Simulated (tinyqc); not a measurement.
Reflectance across the plasma edge: free-carrier optics of a doped semiconductor (Drude model).

eps(E) = ei [1 - Ep^2/(E^2 + i E Gam)], with Ep^2 = 8 pi c (e^2/(4 pi eps0)) N/(m ei), c = hbar^2/2m0, N in 1/angstrom^3 (1e-24 per 1/cm^3); Gam = hbar/tau, tau = mu m m0/e with m0/e = 5.685630e-12 kg/C and mu in m^2/(V s). Energies in meV.

n + i k = sqrt(eps1 + i eps2) with k >= 0; R = ((n - 1)^2 + k^2)/((n + 1)^2 + k^2) at normal incidence from vacuum; alpha = 2 E k/(hbar c), times 1e8 for 1/cm; loss function Im(-1/eps) = eps2/(eps1^2 + eps2^2).

Constants: hbar^2/2m0 = 3.80998211 eV angstrom^2; e^2/(4 pi eps0) = 14.39964547 eV angstrom; hbar = 6.58211957e-16 eV s; hbar c = 1973.269805 eV angstrom.

Parameters, chosen for this exercise (mass and dielectric values near those of Ge; N and mu are free inputs; interband absorption and the rise of the mass with filling are left out; the results hold for these values, not for the real material): N = 2.2e+17 1/cm^3 (carrier density); m = 0.13 m0 (conductivity mass); mu = 2700 cm^2/(V s) (mobility); ei = 16.24 (high-frequency dielectric constant).

Spectrum:
```
E (meV)     eps1    eps2      R  alpha (1/cm)
1.2      -173.19  520.65  0.905      2.31e+03
3.6       -81.65   89.68  0.864      3.68e+03
6.0       -33.54   27.36  0.819      3.77e+03
8.4       -12.41   11.25  0.715      3.25e+03
10.2       -4.07    6.57  0.527      2.51e+03
12.0        1.17    4.14  0.231      1.52e+03
13.2        3.63    3.15  0.171      1.03e+03
15.0        6.35    2.18  0.203           647
18.0        9.27    1.28  0.258           382
24.0       12.26    0.55  0.309           190
36.0       14.45    0.16  0.340          78.5
59.9       15.59    0.04  0.355          27.4
```

Ep = 12.0 meV and Gam = 3.3 meV. R is 0.905 at the lowest energy and lowest, 0.171, at 13.2 meV of those listed; without damping it would vanish at Ep sqrt(ei/(ei - 1)) = 12.4 meV. At the highest energy R is 0.355, against 0.363 for ei alone. Between the last two rows alpha goes as E^-2.06, where the Drude limit far above Ep and Gam is E^-2.

Run: tinyqc, `OMP_NUM_THREADS=1 python tinyqc.py 1652399 1652400 out.jsonl`; Intel(R) Xeon(R) Processor @ 2.30GHz, one thread, shared host; about 0.01 s of CPU time with all checks.
